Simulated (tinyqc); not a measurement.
# Hole mobility in a silicon inversion layer, empirical terms and Matthiessen rule: effects of single changes

Inversion layer of sheet density Ns on a uniformly doped body, under a high-permittivity gate with an interlayer. The mobility terms are empirical power laws with prefactors chosen for the exercise; adding their inverses (Matthiessen) is itself an approximation.

Parameters, values chosen for the exercise; material values close to those of silicon: temperature T = 325 K; band gap Eg = 1.14 eV; relative permittivity of the semiconductor eps_r = 11.7; conduction-band density of states at T Nc = 3.19e19 cm^-3; valence-band density of states at T Nv = 3e19 cm^-3; body doping Nb = 6.1e16 cm^-3; reverse body bias Vsb = 0.3 V; weight of the inversion charge in the effective field eta = 0.3333; phonon-limited mobility at 1 MV/cm and 300 K Ap = 142 cm^2/(V s); roughness-limited mobility at 1 MV/cm As = 443 cm^2/(V s); exponent of the roughness term gs = 1; Coulomb prefactor Ac = 1600 cm^2/(V s); charge at the interface Nit = 2.7e10 cm^-2; remote-phonon mobility without interlayer Ar = 320 cm^2/(V s); interlayer thickness ti = 1.2 nm; decay length of remote phonons lr = 0.6 nm; inversion density Ns = 2.2e12 cm^-2.

Constants: q = 1.602176634e-19 C, kB = 1.380649e-23 J/K, Vt = kB T/q, eps0 = 8.8541878128e-14 F/cm where lengths are in cm. Results are converted to the units shown.

Each table varies one quantity; the others keep the values above.

## Effect of the charge at the interface

ni = sqrt(Nc Nv) exp(-Eg/(2 Vt)), Eg in volts; Ndep = sqrt(2 eps0 eps_r Nb (2 Vt ln(Nb/ni) + Vsb)/q); E = q (Ndep + eta Ns)/(eps0 eps_r), in MV/cm. With t = T/(300 K): muC = Ac (Ns/1e12 cm^-2) t/(Nb/1e17 cm^-3 + Nit/1e11 cm^-2), muP = Ap E^(-1/3) t^(-1.75), muS = As E^(-gs), muR = Ar exp(2 ti/lr)/t; 1/mu is the sum of the inverses.

The same in every row: E (MV/cm) = 0.2569; muP (cm^2/(V s)) = 194.2; muS (cm^2/(V s)) = 1724; muR (cm^2/(V s)) = 1.613e4.

Result of one run:

| Nit (cm^-2) | muC (cm^2/(V s)) | mu (cm^2/(V s)) |
|---|---|---|
| 1e11 | 2369 | 160.9 |

What becomes of these results when the charge at the interface Nit is changed from 1e11 to 3.2e12 cm^-2, all else the same?

Result of the changed run:

| Nit (cm^-2) | muC (cm^2/(V s)) | mu (cm^2/(V s)) |
|---|---|---|
| 3.2e12 | 116.9 | 69.72 |

The whole series:

| Nit (cm^-2) | muC (cm^2/(V s)) | mu (cm^2/(V s)) |
|---|---|---|
| 1e10 | 5371 | 167.3 |
| 3.2e10 | 4100 | 165.7 |
| 1e11 | 2369 | 160.9 |
| 3.2e11 | 1001 | 147.3 |
| 1e12 | 359.4 | 116.6 |
| 3.2e12 | 116.9 | 69.72 |
| 1e13 | 37.90 | 31.08 |

As Nit goes from 1e10 to 1e13 cm^-2, E stays at 0.257 MV/cm and mu falls from 167 to 31.1 cm^2/(V s). The smallest term is the phonon one in the first row and the Coulomb one in the last.

## Effect of the reverse body bias

Same model as above.

The same in every row: muC (cm^2/(V s)) = 4333.3; muR (cm^2/(V s)) = 16127.

Result of one run:

| Vsb (V) | E (MV/cm) | muP (cm^2/(V s)) | muS (cm^2/(V s)) | mu (cm^2/(V s)) |
|---|---|---|---|---|
| 2 | 0.34289 | 176.36 | 1292.0 | 148.43 |

What becomes of these results when the reverse body bias Vsb is changed from 2 to 1.6 V, all else the same?

Result of the changed run:

| Vsb (V) | E (MV/cm) | muP (cm^2/(V s)) | muS (cm^2/(V s)) | mu (cm^2/(V s)) |
|---|---|---|---|---|
| 1.6 | 0.32581 | 179.39 | 1359.7 | 151.45 |

The whole series:

| Vsb (V) | E (MV/cm) | muP (cm^2/(V s)) | muS (cm^2/(V s)) | mu (cm^2/(V s)) |
|---|---|---|---|---|
| 0 | 0.23558 | 199.87 | 1880.5 | 171.59 |
| 0.4 | 0.26332 | 192.59 | 1682.4 | 164.48 |
| 0.8 | 0.28667 | 187.21 | 1545.3 | 159.20 |
| 1.2 | 0.30723 | 182.94 | 1441.9 | 154.97 |
| 1.6 | 0.32581 | 179.39 | 1359.7 | 151.45 |
| 2 | 0.34289 | 176.36 | 1292.0 | 148.43 |
| 2.4 | 0.35879 | 173.72 | 1234.7 | 145.79 |

As Vsb goes from 0 to 2.4 V, E rises from 0.236 to 0.359 MV/cm and mu falls from 172 to 146 cm^2/(V s). The phonon term is the smallest in the first and the last row.

Computed by the program tinyqc: `OMP_NUM_THREADS=1 python tinyqc.py 2510074 2510075 out.jsonl`, one thread of a shared Intel Xeon 2.30GHz, about 0.01 s for the whole run.
